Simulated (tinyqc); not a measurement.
# Resistance of a source-drain extension with a graded tip: two studies

y runs along the channel, the gate covers y > 0. The doping is N0 for y < y0 and N0 10^(-(y - y0)/la) beyond, uniform over the depth xj. Sheet conductance s(y) = q mu(N) max(N - Nch, 0) xj + (for y > 0) ma Cox Vo, with mu(N) = u0 + (u1 - u0)/(1 + (N/Nr)^au) and Cox = eps0 eox/tox. Current is taken as one-dimensional; depletion of the tip, spreading and the contact are left out. The metallurgical junction lies at yj, where N = Nch.

Parameters, values chosen for the exercise; mobility law close to that of electrons in silicon: relative permittivity of the gate insulator (close to silicon dioxide) eox = 3.9; insulator thickness tox = 1.3 nm; active doping of the extension far from the gate N0 = 6.1e19 cm^-3; lateral abruptness la = 6.3 nm/decade; depth of the extension xj = 13 nm; channel doping Nch = 3.4e17 cm^-3; spacer length Ls = 15 nm; gate overdrive Vo = 0.57 V; mobility of the gate-induced layer ma = 190 cm^2/(V s); mobility at low doping u1 = 1414 cm^2/(V s); mobility at high doping u0 = 68.5 cm^2/(V s); reference doping Nr = 9.2e16 cm^-3; exponent au = 0.711; gate length Lg = 50 nm.

Constants: q = 1.602176634e-19 C, eps0 = 8.8541878128e-14 F/cm where lengths are in cm. Results are converted to the units shown.

Each table varies one quantity; the others keep the values above.

## Abruptness at a fixed junction position

R_spacer = integral of dy/s from -Ls to 0, R_ov from 0 to yj, R_channel = (Lg - 2 yj)/(ma Cox Vo), R_total = 2 R_spacer + 2 R_ov + R_channel. Electrical length L_eff = ma Cox dR_total/d(1/Vo); R_series = R_total - L_eff/(ma Cox Vo). y0 is moved with la so that yj stays at 17.999 nm.

The same in every row: yj (nm) = 18.00; R_channel (ohm um) = 48.67.

Abruptness at a fixed junction position:
```
la (nm/decade),R_spacer (ohm um),R_ov (ohm um),R_total (ohm um),L_eff (nm),R_series (ohm um)
1,14.54,17.06,111.9,17.67,50.46
2.3,14.54,21.51,120.8,20.22,50.50
3.6,14.54,25.95,129.7,22.76,50.54
4.9,14.54,30.40,138.6,25.31,50.58
6.1,14.54,34.50,146.8,27.66,50.61
7.4,14.54,38.94,155.6,30.20,50.65
8.7,14.88,43.20,164.8,32.69,51.16
10,17.31,46.41,176.1,34.84,55.01
```

Read the table: what changes, and by how much?

As la goes from 1 to 10 nm/decade, R_total rises from 112 to 176 ohm um, R_spacer rises from 14.5 to 17.3 ohm um and R_ov rises from 17.1 to 46.4 ohm um. R_total changes on average by 7.14 ohm um for each nm/decade. L_eff exceeds the metallurgical length by 3.67 nm in the first row and 20.8 nm in the last, since the gate also controls the lightly doped tips.

## Effect of the position under the gate where the fall begins

Same model as above.

Effect of the position under the gate where the fall begins:
```
y0 (nm),yj (nm),R_spacer (ohm um),R_ov (ohm um),R_channel (ohm um),R_total (ohm um),L_eff (nm),R_series (ohm um)
-6,8.199,25.34,23.59,116.8,214.7,45.02,58.16
-4,10.20,18.39,27.47,102.9,194.6,42.27,47.69
-2,12.20,15.32,30.36,89.00,180.4,38.97,44.89
0,14.20,14.54,32.30,75.09,168.8,35.29,46.11
2,16.20,14.54,33.82,61.19,157.9,31.48,48.49
4,18.20,14.54,35.33,47.28,147.0,27.67,50.86
6,20.20,14.54,36.85,33.38,136.2,23.86,53.23
8,22.20,14.54,38.37,19.47,125.3,20.05,55.60
```

As y0 goes from -6 to 8, R_total falls from 215 to 125 ohm um, L_eff falls from 45.0 to 20.0 nm and R_series goes from 58.2 through a minimum of 44.9 (at y0 = -2 among the rows listed) to 55.6 ohm um. More overlap also shortens the channel and adds capacitance, effects on threshold and speed that are left out.

Program tinyqc, `OMP_NUM_THREADS=1 python tinyqc.py 2282144 2282145 out.jsonl`; Intel Xeon 2.30GHz, shared host, one thread, about 0.03 s.
